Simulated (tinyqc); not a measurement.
Inside a calculation. Model: adsorption as a lattice gas: isotherms with interactions, competition, desorption peaks and saturation dose. Computed by tinyqc, a small Python program that keeps every step. Command: `OMP_NUM_THREADS=1 python tinyqc.py 3027052 3027053 out.jsonl adsorb walk`. One thread of a shared host (Intel(R) Xeon(R) Processor @ 2.30GHz), about 0.1 s of CPU time with the checks. Intermediate numbers are printed to about 7 digits and carried at full precision; extremes and crossings named in words are read from the listed rows.

One adsorbate per site; a molecule needs 2 empty sites. Gas and surface have the same temperature.

Inputs (values chosen for the exercise, for a model surface): desorption energy E = 0.714 eV; prefactor nu = 2.2e+13 1/s; pair energy w (positive repels) = -0.0013 eV; neighbours z = 6; site density N_s = 6.9 1/nm^2; molecular mass M = 177 u; sticking coefficient s0 = 0.26; temperature T = 318 K; pressure p = 1.9 Pa; blocking by a second gas, K_B p_B = 8.6; heating rate beta = 6 K/s; initial coverage theta_0 = 0.63; aspect ratio a (depth over diameter) of a hole = 5.

Adsorption: dissociative (second order).

Constants: u = 1.6605390666e-27 kg; k_B = 1.380649e-23 J/K; k_B = 8.617333262e-05 eV/K.

## Flux and the Langmuir coverage

Flux F = p/sqrt(2 pi M k_B T); k_d = nu exp(-E/(k_B T)); 2 s0 F (1 - theta)^2 = N_s k_d theta^2, so y = sqrt(2 s0 F/(N_s k_d)), theta = y/(1 + y). With a second gas on the same sites theta = y/(1 + y + K_B p_B).

flux F = 21100.72 1/(nm^2 s)

k_d = 106.3394 1/s

y = 3.867040

Langmuir coverage = 0.7945363

coverage with the second gas = 0.2871485

## Coverage with interactions

With u = w/(k_B T). Mean field: theta/(1 - theta) = y exp(-z u theta). Quasi-chemical: theta/(1 - theta) = y [(r - 1 + 2 theta)(1 - theta)/((r + 1 - 2 theta) theta)]^(-z/2) exp(-z u/2), r = sqrt(1 - 4 theta (1 - theta)(1 - exp(-u))).

u = -0.04743985

coverage, mean field = 0.8304570

coverage, quasi-chemical = 0.8303646

Attraction raises the coverage from 0.7945. Both theories put half coverage at ln y = z u/2 = -0.142; here ln y = 1.352.

## Isotherms

The formulas are those given above.

Coverage; the first column is ln y - z u/2:
```
ln y - z u/2  no interaction  mean field  quasi-chemical
-5.0               0.0058102   0.0058197       0.0058200
-3.0               0.0413950   0.0418705       0.0418807
-2.0               0.1050511   0.1079759       0.1080267
-1.0               0.2418947   0.2554791       0.2556051
-0.5               0.3447224   0.3688059       0.3689080
0.0                0.4644800   0.5000000       0.5000000
0.5                0.5884788   0.6311941       0.6310920
1.0                0.7021758   0.7445209       0.7443949
2.0                0.8650264   0.8920241       0.8919733
3.0                0.9457143   0.9581295       0.9581193
5.0                0.9922914   0.9941803       0.9941800
```

At half coverage the slope d theta/d ln y is 1/4 without interaction, 1/(4 + z u) = 0.269 in mean field and 0.269 in the pair theory, 1/[4 + 2 z (exp(u/2) - 1)]. Attraction steepens the filling towards a step; the two theories differ by at most 1.3e-4 in these rows.

## Desorption peak without interaction

The peak obeys E/(k_B T_p^2) = (nu theta_0/beta) exp(-E/(k_B T_p)) if theta at the peak is theta_0/2. Redhead's shortcut, with the constant 3.46 (3.64 is also in use), reads E back as k_B T_p [ln(nu' T_p/beta) - 3.46], nu' = nu theta_0.

peak temperature T_p = 270.3695 K

E by Redhead's shortcut = 0.7131260 eV

The shortcut misses by -0.12 %, since 3.46 stands for ln(E/(k_B T_p)) = 3.42. A prefactor wrong by a factor 100 would shift E by 0.107 eV.

## Peak against initial coverage

Heating at the rate beta: d theta/dT = -(nu/beta) theta^2 exp(-[E - 2 z w theta]/(k_B T)). Integrated numerically (relative tolerance 1e-9); T_p is the maximum of the rate.

Peak temperatures (K):
```
theta_0     w = 0    with w
0.1      285.9304  286.4424
0.3      276.1427  277.6231
0.5      271.8092  274.2336
0.7      269.0261  272.3797
0.9      266.9831  271.2549
```

Without interaction the peak moves down by 18.9 K, the mark of second order; with w it moves by -15.2 K.

## Dose to saturate, flat and in a hole

Without desorption or interaction, 99 % coverage needs the time 99 N_s/(2 s0 F). For a round hole of aspect ratio a in molecular flow with unit sticking (Gordon), the time is N_s/(2F) x [1 + (19/4) a + (3/2) a^2]. The larger of the two times is a rough guide.

time on a flat surface = 0.06225635 s

time for the hole = 0.01017797 s

The surface reaction is the slower step. Caution: with k_d = nu exp(-E/(k_B T)) of these inputs desorption is not negligible over the time on a flat surface, so without interaction 99 % coverage is not reached.

Checks made by the program: quasi-chemical form at low coverage and at the symmetry point (relative difference 7e-08); T_p against the integrated rate equation (relative difference 2e-03).
